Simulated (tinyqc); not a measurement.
Ion-assisted plasma etching: sheath, surface coverage, synergy and aspect-ratio dependence: one step, computed by the program tinyqc. Command: `OMP_NUM_THREADS=1 python tinyqc.py 3030785 3030786 out.jsonl etch walk`. One thread of a shared host (Intel(R) Xeon(R) Processor @ 2.30GHz), about 0.07 s of CPU time with the checks.

Radicals adsorb on bare sites; ions remove covered sites with a high yield and bare sites by sputtering; a slow spontaneous reaction acts everywhere, walls included.

Task: Rate at the floor of the feature. Transmission of a round hole: K = 1/(1 + 3A/4), walls that scatter diffusely without loss. With a loss probability S = s (1 - theta) at the floor, G_b/G_n = K/(K + S - K S); theta follows G_b, and the two are solved together. Ions are taken to reach the floor unshadowed; G_b replaces G_n in every term of the rate; A is depth over diameter. Steady coverage: s G_n (1 - theta) = x Y G_i theta; removal flux = Y G_i theta + Y_p G_i (1 - theta) + k_c G_n; rate = flux/N, 1 cm/s = 6e8 nm/min.

Inputs (values chosen for the exercise, close to those used for silicon dioxide in a fluorocarbon plasma):

| quantity | value | unit |
|---|---|---|
| gas temperature T_g | 400 | K |
| sticking coefficient s | 0.5 | - |
| radicals per removed unit x | 3 | - |
| spontaneous reaction probability k_c | 3.3e-05 | - |
| solid density N | 2.2e+22 | 1/cm^3 |
| aspect ratio A | 1.3 | - |

Feature: round hole.

yield Y = 6.013669

sputter yield Y_p = 0.2371130

ion flux G_i = 2.210698e+16 1/(cm^2 s)

radical flux G_n = 3.189583e+17 1/(cm^2 s)

vertical rate = 1138.089 nm/min

Give: transmission K; G_b/G_n; coverage at the floor; rate at the floor; floor rate over open-field rate.

Result:

transmission K = 0.5063

G_b/G_n = 0.7258

coverage at the floor = 0.2249

rate at the floor = 926.6 nm/min

floor rate over open-field rate = 0.8141

The lag is 19 %.
